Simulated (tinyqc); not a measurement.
Nudged elastic band on a two-dimensional model surface: one step, computed by the program tinyqc.

V(x, y) = h u^2 + t x + (kappa/2)(y + c u)^2 with u = x^2/w^2 - 1; the path runs from the minimum near (-w, 0) to that near (w, 0).

Problem. Stationary points. Newton steps x(new) = x - H^-1 grad V (moves limited to 0.3 angstrom) from (-w, 0), (w, 0) and (0, c) give the two minima and the saddle.

Inputs (values chosen for the exercise, for a model surface):

| quantity | value | unit |
|---|---|---|
| height h | 1 | eV |
| half width w | 0.94 | angstrom |
| transverse stiffness kappa | 4.3 | eV/angstrom^2 |
| curvature c | 0.7 | angstrom |
| tilt t | -0.22 | eV/angstrom |

Surface: curved double well. Climbing image: off.

Give: positions; energies; barrier from the start.

Solution.

positions (angstrom):
```
              x        y
start   -0.9147   0.0372
end      0.9634  -0.0353
saddle  -0.0487   0.6981
```

energies (eV): start 0.204, end -0.209, saddle 1.005

barrier from the start = 0.8013 eV
